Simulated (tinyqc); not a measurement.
Worked calculation: two-band k.p model of the Delta valleys near the X point under shear strain. Values are carried at full precision from step to step, so a last printed digit may differ when a step is redone from the rounded ones.

Constants: hbar^2/2m0 = 3.80998211 eV angstrom^2.

Parameters, chosen for this exercise (near those of Si; the results hold for these values, not for the real material): a = 5.447 angstrom (lattice constant); ml = 0.906 m0 (longitudinal mass); mt = 0.201 m0 (transverse mass); kx0 = 0.144 2 pi/a (distance of the minimum from X); D = 14.2 eV (shear deformation potential); Mp = 0.234 m0 (coupling mass); exy = -0.0032 (shear strain); k = (0.068, 0.001, 0.068) 1/angstrom (wave vector from X).

## Scales

k0 = kx0 2 pi/a; Delta = 2 c k0^2/ml with c = hbar^2/2m0, half the splitting of the two bands at k0; eta = D exy/Delta measures the shear coupling against it.

k0 = 0.16611 1/angstrom
Delta = 0.23206 eV
eta = -0.1958
splitting of the two bands at X, 2 |D exy| = 0.0909 eV

## The Hamiltonian at one k

Valley pair on the [001] axis, kz counted from the X point, c = hbar^2/2m0, k0 = kx0 2 pi/a. H = (c kz^2/ml + c (kx^2 + ky^2)/mt + c k0^2/ml) 1 + (2 c k0 kz/ml) sigma_z + (D exy - 2 c kx ky/Mp) sigma_x, so E = c kz^2/ml + c (kx^2 + ky^2)/mt + c k0^2/ml -/+ sqrt((2 c k0 kz/ml)^2 + (D exy - 2 c kx ky/Mp)^2). Without strain the lower band has its minima, E = 0, at kz = +/- k0. Shifts from diagonal strain are left out.

Fill in the 2 x 2 matrix (sigma_z diagonal) and give its levels.

H(k) (eV):
```
,1,2
1,0.3181,-0.0477
2,-0.0477,0.1281
```

levels (eV): 0.1169  0.3294

## Position, depth and masses of the minimum

For |eta| < 1: k_min = k0 sqrt(1 - eta^2), E_min = -Delta eta^2/2, ml(eta) = ml/(1 - eta^2), 1/m[110] = 1/mt + eta/Mp, 1/m[1-10] = 1/mt - eta/Mp. For |eta| > 1 the minimum sits at X: E_min = -Delta (2 |eta| - 1)/2, ml(eta) = ml/(1 - 1/|eta|), and eta is replaced by its sign in the transverse masses.

k_min = 0.1629 1/angstrom
E_min = -4.45 meV
ml(eta) = 0.942 m0

masses along [110] and [1-10] (m0): 0.2416  0.1721

The minimum has moved 1.9 % of the way to X; electrons are lighter along [1-10] (-14.4 % against mt) and heavier across (+20.2 %).

## The two bands along kz

kx = ky = 0, kz from 0 to 1.6 k0 in steps of 0.2 k0, with and without the strain.

Levels (eV):
```
kz/k0,kz (1/angstrom),lower,upper,"lower, no strain","upper, no strain"
0.0,0.0000,0.0706,0.1615,0.1160,0.1160
0.2,0.0332,0.0557,0.1856,0.0743,0.1671
0.4,0.0664,0.0312,0.2379,0.0418,0.2274
0.6,0.0997,0.0113,0.3043,0.0186,0.2970
0.8,0.1329,-0.0008,0.3814,0.0046,0.3759
1.0,0.1661,-0.0044,0.4685,0.0000,0.4641
1.2,0.1993,0.0010,0.5653,0.0046,0.5616
1.4,0.2325,0.0154,0.6715,0.0186,0.6683
1.6,0.2658,0.0390,0.7871,0.0418,0.7844
```

## Checks

- Depth of the minimum by numerical search against the closed form (eV): both -0.004449.
- Mass along [110] by finite differences against the closed form: both 0.2416.

Computed by tinyqc, a small Python program: `OMP_NUM_THREADS=1 python tinyqc.py 1081143 1081144 out.jsonl` (the numbers bound the seed that draws the inputs); one thread of a shared host (Intel(R) Xeon(R) Processor @ 2.30GHz), about 0.01 s for the whole set of steps.
